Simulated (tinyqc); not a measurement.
Comparisons within one model: six-band Luttinger-Kohn model with strain. A value that a table varies takes the place of the one given here.

Six-band Luttinger-Kohn model in the basis |3/2,3/2>, |3/2,1/2>, |3/2,-1/2>, |3/2,-3/2>, |1/2,1/2>, |1/2,-1/2>, electron energies, zero at the top of the unstrained valence band. H = -[rows: (P+Q, -S, R, 0, -S/r2, r2 R); (-S*, P-Q, 0, R, -r2 Q, r32 S); (R*, 0, P-Q, S, r32 S*, r2 Q); (0, R*, S*, P+Q, -r2 R*, -S*/r2); (-S*/r2, -r2 Q, r32 S, -r2 R, P+Dso, 0); (r2 R*, r32 S*, r2 Q, -S/r2, 0, P+Dso)], r2 = sqrt(2), r32 = sqrt(3/2). Levels are twofold.

P = c g1 k^2 - av tr(e); Q = c g2 (kx^2 + ky^2 - 2 kz^2) - (b/2)(exx + eyy - 2 ezz); R = c sqrt3 [-g2 (kx^2 - ky^2) + 2i g3 kx ky] + (sqrt3/2) b (exx - eyy) - i d exy; S = 2 c sqrt3 g3 (kx - i ky) kz - d (exz - i eyz); c = hbar^2/2m0, e the strain tensor (not engineering shear).

s11 = (C11 + C12)/((C11 - C12)(C11 + 2 C12)), s12 = -C12/((C11 - C12)(C11 + 2 C12)), s44 = 1/C44; exx = s11 sxx + s12 (syy + szz) and cyclic, exy = s44 sxy/2; tension is positive. A uniaxial stress X along the unit vector n is s_ij = X n_i n_j.

Constants: hbar^2/2m0 = 3.80998211 eV angstrom^2.

Values chosen for the exercise (near those of Si; shifted at random, so the results belong to these values and not to a real crystal):
```
symbol  value           unit  meaning
Dso     0.046           eV    spin-orbit splitting
g1      4.3                   Luttinger gamma1
g2      0.34                  gamma2
g3      1.46                  gamma3
av      2.53            eV    valence hydrostatic potential
b       -2.14           eV    tetragonal shear potential
d       -4.91           eV    trigonal shear potential
C11     165.7           GPa
C12     66.8            GPa
C44     81.5            GPa
load    uniaxial [111]        kind of stress
X1      1.8             GPa   size of the stress
E_h     20              meV   hole energy below the top
X       -1.79           GPa   stress
```

## Sweep of a uniaxial [111] stress

Edges at k = 0 and curvature masses of the top pair along [110] and [001] (step 0.0002 1/angstrom); at zero stress the top is fourfold and has no single curvature.

Edges and masses:
```
X (GPa)  top (eV)  second (eV)  third (eV)  splitting (meV)  m [110]  m [001]
-2.10      0.0436      -0.0543     -0.0886             97.9    0.141    0.233
-1.40      0.0266      -0.0362     -0.0719             62.7    0.143    0.233
-0.70      0.0110      -0.0181     -0.0566             29.1    0.149    0.233
0.00       0.0000       0.0000     -0.0460              0.0        -        -
0.70       0.0181       0.0010     -0.0473             17.1    0.352    0.233
1.40       0.0362       0.0128     -0.0594             23.4    0.352    0.233
2.10       0.0543       0.0284     -0.0754             25.9    0.352    0.233
```

What can be read from the table?

The splitting reaches 97.9 meV under compression and 25.9 meV under the same tension; linear shear terms alone would make the two equal, and the difference comes from the coupling to the split-off band. At the ends of the sweep the top pair has a mass along [110] of 0.141 under compression and 0.352 under tension, so compression gives the lighter holes along [110]; along [001] it has 0.233 and 0.233. The top edge itself moves by +44 and +54 meV.

## Which stress helps holes along [110]

Each load has size X1 (biaxial: sxx = syy); masses are curvatures of the top pair at k = 0.

Results:
```
load                         splitting (meV)  top edge (meV)  m [110]  m [001]
uniaxial [110], compression             87.4            39.8    0.114    0.274
uniaxial [110], tension                 27.8            49.6    0.383    0.198
uniaxial [100], compression            105.0            50.8    0.216    0.274
uniaxial [100], tension                 26.2            54.2    0.242    0.216
uniaxial [111], compression             82.7            36.2    0.142    0.233
uniaxial [111], tension                 25.1            46.5    0.352    0.233
biaxial (001), compression              26.2             8.5    0.216    0.276
biaxial (001), tension                 105.0            96.5    0.274    0.178
```

What can be read from the table?

The lightest mass along [110] (0.114) comes with uniaxial [110], compression. The largest splitting (105.0 meV) comes with uniaxial [100], compression; biaxial (001), tension. The heaviest mass along [001] (0.276), which lowers the confinement energy in a (001) channel, comes with biaxial (001), compression. The splitting per GPa follows b (s11 - s12) for loads along cube axes and d s44 for [111]: here 2 |b| (s11 - s12) = 43.3 and |d| s44/sqrt3 = 34.8 meV per GPa in the limit of large Dso; where the splitting nears Dso, mixing with the split-off band makes it depend on the sign of the load.

## Warping of the constant-energy contours (six-band Luttinger-Kohn model)

No strain (e = 0). In the plane kz = 0, |k| where the top and second pairs lie E_h below the top, against the angle from [100]; m = c k^2/E_h.

Contours:
```
angle (degrees)  k top (1/angstrom)  k second (1/angstrom)  m top (m0)  m second (m0)
0                            0.0381                 0.0328       0.276          0.204
9                            0.0401                 0.0319       0.307          0.194
18                           0.0454                 0.0307       0.393          0.180
27                           0.0549                 0.0299       0.574          0.170
36                           0.0717                 0.0293       0.979          0.164
45                           0.0878                 0.0292       1.469          0.162
```

How do the results move?

The heavy contour reaches 2.306 times as far along [110] as along [100], the light one 0.891 times. The warping follows g3 - g2 = 1.12 and would vanish for g2 = g3. Along [100] the heavy mass is 1/(g1 - 2 g2) = 0.276 at any energy, while the light one is 0.2044, against 1/(g1 + 2 g2) = 0.2008 at the edge, for E_h/Dso = 0.43.

## What each parameter does

Edges at k = 0 under a uniaxial [111] stress X and the curvature mass of the top pair along [110] (step 0.0002 1/angstrom). Each row changes one parameter from the base and keeps the others.

Results:
```
case            top (eV)  second (eV)  third (eV)  mass (m0)
base              0.0360      -0.0463     -0.0811      0.142
b = -1.712 eV     0.0360      -0.0463     -0.0811      0.142
C44 = 65.2 GPa    0.0508      -0.0540     -0.0882      0.141
g1 = 5.16         0.0360      -0.0463     -0.0811      0.126
X = -1.432 GPa    0.0273      -0.0370     -0.0726      0.143
Dso = 0.055 eV    0.0345      -0.0463     -0.0887      0.143
av = 2.024 eV     0.0390      -0.0432     -0.0781      0.142
g2 = 0.408        0.0360      -0.0463     -0.0811      0.142
```

What does this show?

The largest shifts from the base row, up to three for each result and ties (the steps differ in size, so this ranks the rows, not the parameters). top (eV): C44 +0.0149, X -0.0086, av +0.0030; unchanged at the printed digits by b, g1 and g2. second (eV): X +0.0093, C44 -0.0078, av +0.0030; unchanged at the printed digits by b, g1, Dso and g2. third (eV): X +0.0085, Dso -0.0076, C44 -0.0071; unchanged at the printed digits by b, g1 and g2. mass (m0): g1 -0.015, X +0.001, Dso +0.001, C44 -0.001; unchanged at the printed digits by b, av and g2. The Luttinger parameters multiply k^2 and cannot move the edges; av shifts all edges alike and leaves the mass.

Computed by tinyqc, a small Python program: `OMP_NUM_THREADS=1 python tinyqc.py 1050553 1050554 out.jsonl` (the numbers bound the seed that draws the inputs); one thread of a shared host (Intel(R) Xeon(R) Processor @ 2.30GHz), about 0.03 s for the whole set of steps.
